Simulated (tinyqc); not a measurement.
Ellipsometry and reflectance of a transparent film on an absorbing substrate: one step of the calculation.

Air (index 1), film, substrate with N2 = n2 - i k2; time factor exp(+i w t). q_j = sqrt(N_j^2 - sin^2 th), root with positive real part. Fresnel coefficients r_s = (q_a - q_b)/(q_a + q_b), r_p = (N_b^2 q_a - N_a^2 q_b)/(N_b^2 q_a + N_a^2 q_b). tan(Psi) exp(i Delta) = R_p/R_s, Delta taken from 0 to 360 degrees.

Problem. Interface coefficients and thickness period. q0, q1, q2 and the coefficients r01 and r12 for p and s; the results repeat in d with the period lam/(2 q1).

Values chosen for this exercise; indices close to those of a porous low-k film on silicon: wavelength lam = 632.8 nm; angle of incidence th = 65 degrees; index of the transparent film n1 = 1.287; index of the substrate n2 = 3.882; extinction coefficient of the substrate k2 = 0.019.

Give: q0; q1; q2; r01,p; r01,s; r12,p; r12,s; period.

Solution.

q0 = 0.4226
q1 = 0.9138
q2 = 3.775-0.020i
r01,p = -0.1325
r01,s = -0.3675
r12,p = 0.3755-0.0020i
r12,s = -0.6102+0.0016i
period = 346.3 nm

Program tinyqc, `OMP_NUM_THREADS=1 python tinyqc.py 2870180 2870181 out.jsonl`; Intel Xeon 2.30GHz, shared host, one thread, about 0.5 s.
